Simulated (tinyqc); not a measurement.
# Lifetime from the storage time

Problem. In the charge-control model of a long diode dQ/dt = -Ir - Q/tau after the current is switched from If to -Ir, with Q(0) = If tau; the storage time ends at Q = 0. Find tau, the stored charge and the share of it that leaves through the terminals.

forward and reverse current (mA): 14  4.1
storage time = 6385.1773 ns

Solution. Integrating gives ts = tau ln(1 + If/Ir). The extracted charge is Ir ts; the rest recombines.

tau = 4300 ns
stored charge = 60.20 nC
share extracted = 43.49 %

tinyqc, about 0.01 s, one thread, Intel Xeon 2.30GHz (shared host): `OMP_NUM_THREADS=1 python tinyqc.py 2230009 2230010 out.jsonl`
